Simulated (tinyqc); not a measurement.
Monte Carlo simulation of one carrier in a uniform electric field: one step, computed by the program tinyqc. Command: `OMP_NUM_THREADS=1 python tinyqc.py 3015737 3015738 out.jsonl mcfl walk`. One thread of a shared host (Intel(R) Xeon(R) Processor @ 2.30GHz), about 1 s of CPU time with the checks.

The force e F acts along +z. Flights end at the constant total rate Gamma; the part of Gamma that the real rates do not fill is self-scattering, which leaves k unchanged. One valley, no impurities; equivalent final valleys enter only through Z_f in the optical rate.

Problem. Scattering event 1. Parabolic band: E = hbar^2 k^2/(2 m), speed v = hbar k/m, states per spin, volume and energy g(E) = m k/(2 pi^2 hbar^2). Masses are multiplied by m_0 and all formulas are in SI units. Phonon occupation N_q = 1/(exp(hbar w/(k_B T)) - 1). Acoustic deformation potential (elastic, equipartition, absorption and emission together): 1/tau = 2 pi k_B T D_A^2 g(E)/(hbar rho v_l^2). Optical or intervalley deformation potential: 1/tau = (pi Z_f D_o^2/(rho w)) [N_q g(E + hbar w) + (N_q + 1) g(E - hbar w)], with g = 0 below the band edge. Choice: with cumulative rates in the order acoustic, absorption, emission, the process is the first whose sum exceeds r2 Gamma; if none, self-scattering. Final state: E' = E, E + hbar w or E - hbar w gives k'. Isotropic processes: cos(theta) = 1 - 2 r3 from the z axis, phi = 2 pi r4, k' (sin theta cos phi, sin theta sin phi, cos theta). Use row 1 of the random numbers.

Inputs (values chosen for the exercise, modelled on holes in germanium):

| quantity | value | unit |
|---|---|---|
| effective mass m | 0.303 | m_0 |
| density rho | 5323 | kg/m^3 |
| sound velocity v_l | 5390 | m/s |
| acoustic deformation potential D_A | 5 | eV |
| phonon energy hbar w | 36.5 | meV |
| optical or intervalley deformation potential D_o | 8.8 | 1e8 eV/cm |
| final valleys Z_f | 1 | - |
| lattice temperature T | 77 | K |

Crystal: non-polar. Band: parabolic.

k at the end of the flight (1/nm): -0.04900000  0.03400000  -0.09288589

Random numbers (0.02 to 0.98, from up to 60 sets tried for early real events), one row a flight:
```
       r1      r2      r3      r4
1  0.2163  0.4105  0.0640  0.1105
2  0.0318  0.2619  0.9666  0.4975
3  0.1368  0.6657  0.7028  0.1669
4  0.6886  0.1331  0.6476  0.4496
5  0.8003  0.5836  0.1736  0.6492
6  0.2980  0.4310  0.4033  0.9198
7  0.2664  0.0841  0.2809  0.6385
```

Gamma = 8.769242 1e12/s

Constants: hbar = 1.054571817e-34 J s; m_0 = 9.1093837015e-31 kg; e = 1.602176634e-19 C; k_B = 1.380649e-23 J/K; hbar = 6.582119569e-16 eV s; k_B = 8.617333262e-05 eV/K.

Give: cumulative rates; r2 Gamma; process chosen; k after event 1, the start of the next flight.

Solution.

cumulative rates (1e12/s): acoustic 0.036481, absorption 0.042479, emission 0.042479

r2 Gamma = 3.5998 1e12/s

Process chosen: self-scattering

k after event 1, the start of the next flight (1/nm): -0.049000  0.034000  -0.092886
